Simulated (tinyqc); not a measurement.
Inside a calculation. Model: threshold of a short bulk MOSFET: charge sharing, barrier lowering, narrow width.

Numbers from tinyqc (`OMP_NUM_THREADS=1 python tinyqc.py 2002017 2002018 out.jsonl`; about 0.01 s on one thread of a shared Intel Xeon 2.30GHz). Printed values are rounded.

n-channel device on a p-type body, depletion approximation, full ionisation. Uniform doping N = Na. Vbi from Boltzmann statistics is rough for the degenerate source. Cox = eps0 eox/tox.

Inputs (values chosen for the exercise); band and dielectric values close to those of silicon: temperature T = 400 K; band gap Eg = 1.12 eV; relative permittivity eps_r = 11.5; conduction-band density of states at T Nc = 4.34e19 cm^-3; valence-band density of states at T Nv = 4.13e19 cm^-3; relative permittivity of the gate insulator (close to aluminium oxide) eox = 8.83; insulator thickness tox = 13 nm; channel doping Na = 8.4e17 cm^-3; source and drain doping Nsd = 1e20 cm^-3; flat-band voltage for the doping Na Vfb = -0.89 V; junction depth xj = 21 nm; body-source voltage Vbs = -1 V; drain-source voltage Vds = 0.5 V; gate width W = 2000 nm; shape factor of the fringing depletion at the width edges xw = 1.5708; channel length L = 150 nm.

Constants: q = 1.602176634e-19 C, kB = 1.380649e-23 J/K, Vt = kB T/q, eps0 = 8.8541878128e-14 F/cm where lengths are in cm. Results are converted to the units shown.

## Long-channel threshold and scales

ni = sqrt(Nc Nv) exp(-Eg/(2 Vt)), Eg in volts; 2 pB = 2 Vt ln(N/ni); flat band Vfb - Vt ln(N/Na); Wd = sqrt(2 eps0 eps_r (2 pB - Vbs)/(q N)); body term q N Wd/Cox; long-channel VT0 = flat band + 2 pB + body term; Vbi = Vt ln(N Nsd/ni^2); scale length l = sqrt((eps_r/eox) tox Wd).

N = 8.4e17 cm^-3
2 pB = 0.849759 V
flat band = -0.89 V
Wd = 52.9055 nm
body term = 1.18393 V
VT0 = 1.14369 V
Vbi = 1.01451 V
l = 29.9289 nm

## Short-channel and narrow-width shifts

Charge sharing (trapezoid; it ignores Vds): F = (xj/L)(sqrt(1 + 2 Wd/xj) - 1), lowering = body term times F. Barrier lowering: th = exp(-L/(2 l)) + 2 exp(-L/l), lowering = th [2 (Vbi - 2 pB) + Vds], DIBL = th. Narrow width: rise = body term times xw Wd/W. VT by each model = VT0 - lowering + rise.

F = 0.204031
lowering by charge sharing = 241.557 mV
th = 0.0949157
lowering of the barrier = 78.7320 mV
DIBL = 94.9157 mV/V
narrow-width rise = 49.1945 mV
VT, charge sharing = 0.951323 V
VT, barrier lowering = 1.11415 V

L is 5.01 scale lengths. The charge-sharing lowering is 3.07 times the barrier lowering; the first falls off as 1/L and the second exponentially. Both describe the same loss of gate control, so they are alternatives and are not added.
